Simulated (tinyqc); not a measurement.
Potential-pH (Pourbaix) lines of a metal, its cation, its oxide and an oxyanion, with a complexing ligand: one step, computed by the program tinyqc. Command: `OMP_NUM_THREADS=1 python tinyqc.py 3004558 3004559 out.jsonl pourb walk`. One thread of a shared host (Intel(R) Xeon(R) Processor @ 2.30GHz), about 0.01 s of CPU time with the checks.

Potentials are against the standard hydrogen electrode; solids and water have unit activity; dG_f of M, H+ and the electron is zero; F = e N_A and s = R T ln(10)/F. The cation carries z = 3.

Problem. The stable species at (pH, E). M3+ + 3e = M; (1/2) M2O3 + 3H+ + 3e = M + (3/2) H2O; MO2(-) + 4H+ + 3e = M + 2H2O. For each, E0 = -dG/(z F), and E = E0 + (s/z) log10 a - (s n_H/z) pH, with no activity term for the oxide. The metal is stable below the lowest of the three lines; above it, the species of the lowest line is stable. Water lines at 1 bar: hydrogen E = -s pH, oxygen E = -dG_f(water)/(2F) - s pH.

Inputs (values chosen for the exercise, for a model metal):
```
quantity                             value    unit
dG_f of water                      -237.14  kJ/mol
temperature T                       298.15       K
log10 of the dissolved activity a       -3       -
pH                                     6.5       -
potential E                            0.3       V
```

Species: M, M3+, M2O3, MO2(-).

E0 (V): cation -1.772981, oxide -1.479119, oxyanion -1.233797

s = 0.05915935 V

Constants: e = 1.602176634e-19 C; N_A = 6.02214076e+23 1/mol.

Give: lines at this pH; upper limit of immunity; hydrogen line; oxygen line; E above the limit of immunity.

Solution.

lines at this pH (V): cation -1.8321, oxide -1.8637, oxyanion -1.8057

upper limit of immunity = -1.8637 V

hydrogen line = -0.38454 V

oxygen line = 0.84436 V

E above the limit of immunity = 2.1637 V

Stable here: the oxide (passivity, if the film is dense). Water itself can oxidise the metal at this pH. Caution: other oxidation states, hydroxides and hydrides are left out, and the lines say nothing of rates.
